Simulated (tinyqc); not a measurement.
Gated two-dimensional channel with two bands, quantum capacitance: effect of the temperature.

phi is the Fermi level above the lowest band edge, in volts; Vg is counted from the gate voltage at which an empty channel would have phi = 0. The channel has no thickness; trap charge is -q Dit phi.

D1 = gv md m0 q/(pi hbar^2), D2 = g2 m2 m0 q/(pi hbar^2) per eV; n1 = D1 Vt ln(1 + exp(phi/Vt)), n2 = D2 Vt ln(1 + exp((phi - E2)/Vt)), n = n1 + n2; Cq = q dn/dphi = q [D1/(1 + exp(-phi/Vt)) + D2/(1 + exp((E2 - phi)/Vt))]. Cox = eps0 eox/tox; Vg = phi + q (n + Dit phi)/Cox. 1/C_G = 1/Cox + 1/(Cq + q Dit); dphi/dVg = Cox/(Cox + Cq + q Dit).

Inputs (values chosen for the exercise); lowest band close to that of a thin germanium body:

| symbol | value | unit | meaning |
|---|---|---|---|
| eox | 3.9 |  | relative permittivity of the gate insulator (close to silicon dioxide) |
| tox | 9.1 | nm | insulator thickness |
| md | 0.0858 | m0 | in-plane mass |
| gv | 1 |  | valley degeneracy |
| m2 | 0.19 | m0 | in-plane mass of a second band, chosen freely |
| g2 | 4 |  | valley degeneracy of that band, chosen freely |
| E2 | 0.19 | eV | second band edge above the first |
| Dit | 5e11 | cm^-2 eV^-1 | density of traps |
| Vg | 0.95 | V | gate voltage |

Constants: q = 1.602176634e-19 C, kB = 1.380649e-23 J/K, hbar = 1.054571817e-34 J s, m0 = 9.1093837015e-31 kg, Vt = kB T/q, eps0 = 8.8541878128e-14 F/cm where lengths are in cm. Results are converted to the units shown.

The same in every row: Cox (uF/cm^2) = 0.3795.

Results:
```
T (K)	phi (V)	n (cm^-2)	Cq (uF/cm^2)	C_G (uF/cm^2)	dphi/dVg	share of the second band (%)
50	0.05813	2.083e12	5.742	0.3562	0.06118	3.349e-12
77	0.05812	2.083e12	5.742	0.3562	0.06119	2.362e-7
120	0.05809	2.083e12	5.722	0.3562	0.06139	4.545e-4
200	0.05750	2.085e12	5.569	0.3556	0.06295	0.1203
300	0.05425	2.094e12	5.380	0.3548	0.06498	2.049
500	0.03384	2.153e12	5.265	0.3543	0.06628	16.72
```

Estimate the missing row, T = 400 K.

Computed row:
```
T (K)	phi (V)	n (cm^-2)	Cq (uF/cm^2)	C_G (uF/cm^2)	dphi/dVg	share of the second band (%)
400	0.04639	2.117e12	5.333	0.3546	0.06551	7.956
```

With this row back in the table: As T goes from 50 to 500, Cq falls from 5.74 to 5.27 uF/cm^2, C_G/Cox falls from 0.939 to 0.934 and n rises from 2.08e12 to 2.15e12 cm^-2. Cq exceeds Cox in every row, so the insulator is the tighter limit, though Cq still cuts C_G by up to 6.6 %.

Program tinyqc, `OMP_NUM_THREADS=1 python tinyqc.py 2200118 2200119 out.jsonl`; Intel Xeon 2.30GHz, shared host, one thread, about 0.01 s.
